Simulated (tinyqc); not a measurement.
Inside a calculation: optical transitions of a finite quantum well. Values are carried at full precision from step to step, so a last printed digit may differ when a step is redone from the rounded ones.

Each carrier sees a square well of width L with its own depth V and masses m (inside), mb (outside); c = hbar^2/2m0, k = sqrt(m E/c), kappa = sqrt(mb (V - E)/c), and level n solves k L + 2 atan[(k/m)/(kappa/mb)] = n pi. The envelope is cos(kz) for odd n and sin(kz) for even n inside, joins exp(-kappa (|z| - L/2)) outside, and is normalised to 1. Excitons and band mixing are left out.

Constants: hbar^2/2m0 = 3.80998211 eV angstrom^2; hc = 1239.841984 eV nm; fine-structure constant alpha = 0.007297352564.

Values chosen for the exercise (near those of an InGaAs well in InAlAs; the results hold for these values, not for the real material): L = 101 angstrom (well width); Eg = 0.807 eV (gap of the well); Vc = 0.495 eV (conduction offset); Vv = 0.194 eV (valence offset); me = 0.0399 m0 (electron, well); meb = 0.0714 m0 (electron, barrier); mh = 0.396 m0 (heavy hole along z, well); mhb = 0.413 m0 (heavy hole, barrier); ml = 0.0532 m0 (light hole along z, well); mlb = 0.0925 m0 (light hole, barrier); Ns = 0.9 x 1e12/cm^2 (electrons in e1); n_r = 3.43 (refractive index); G = 8 meV (half width of the line).

## Confinement energies

Up to three levels for each carrier.

Levels:
```
level  E (eV)  k (1/angstrom)  kappa (1/angstrom)
e1     0.0496         0.02279             0.09136
e2     0.1996         0.04572             0.07440
e3     0.4356         0.06754             0.03336
hh1    0.0071         0.02721             0.14233
hh2    0.0284         0.05429             0.13400
hh3    0.0633         0.08108             0.11905
lh1    0.0309         0.02078             0.06292
lh2    0.1231         0.04145             0.04150
```

## Interband transitions

From e1 and e2 to each hole level: E = Eg + E_e + E_h, wavelength hc/E, squared overlap of the envelopes, and the strength |<S|p|v>|^2 in units of P^2 at the subband edge: overlap^2 times 1/2 (hh) or 1/6 (lh) for light polarised in the plane (TE), times 0 (hh) or 2/3 (lh) along z (TM).

Transitions:
```
pair    E (eV)  wavelength (nm)  overlap^2      TE      TM
e1-hh1  0.8637           1435.5     0.9788  0.4894  0.0000
e1-hh2  0.8850           1401.0     0.0000  0.0000  0.0000
e1-lh1  0.8875           1397.0     0.9926  0.1654  0.6617
e1-hh3  0.9199           1347.9     0.0126  0.0063  0.0000
e1-lh2  0.9796           1265.6     0.0000  0.0000  0.0000
e2-hh1  1.0137           1223.1     0.0000  0.0000  0.0000
e2-hh2  1.0350           1198.0     0.9336  0.4668  0.0000
e2-lh1  1.0375           1195.0     0.0000  0.0000  0.0000
e2-hh3  1.0698           1158.9     0.0000  0.0000  0.0000
e2-lh2  1.1296           1097.6     0.9568  0.1595  0.6379
```

The edge is e1-hh1 at 1435 nm. Pairs of opposite parity vanish exactly; e1-hh3 is allowed by parity and reaches 0.0126, only because the two envelopes leak differently into the barriers.

## Intersubband transitions from e1

z_1j = <1|z|j>; 1/m1 = <1|1/m|1>; f_1j = (m1/c)(E_j - E_1) z_1j^2, which sums to 1 over all bound and continuum states.

Transitions:
```
pair  E (meV)  wavelength (micrometre)  |z| (angstrom)       f
1-2     150.0                     8.27           24.71  0.9706
1-3     386.0                     3.21            0.00  0.0000
```

m1 = 0.0404 m0
sum of f over bound states = 0.9706

The continuum carries the remaining 0.0294. With hard walls z_12 = 16 L/(9 pi^2) = 18.19 angstrom and f_12 = 256/(27 pi^2) = 0.9607.

## Absorption of one well

For light polarised along z (a real waveguide or Brewster geometry adds an angle factor), with all electrons in e1 and none in e2, the peak fractional absorption is 4 pi alpha Ns c f_12/(n_r m1 G) and the area under the Lorentzian line is pi G times that, c = hbar^2/2m0; 1e12/cm^2 = 1e-4/angstrom^2. EF - E1 = 2 pi c Ns/m1 at zero temperature.

peak absorption = 2.755 %
area = 69.24 % meV
EF - E1 = 53.4 meV

EF lies below e2, as assumed.

## Checks

- Sum of f over all levels of a difference grid (60 cells across the well) against 1: 0.999 against 1.000.
- The strength f_12 on that grid against the matched envelopes: 0.970 against 0.971.

Computed by tinyqc, a small Python program: `OMP_NUM_THREADS=1 python tinyqc.py 1281730 1281731 out.jsonl` (the numbers bound the seed that draws the inputs); one thread of a shared host (Intel(R) Xeon(R) Processor @ 2.30GHz), about 0.06 s for the whole set of steps.
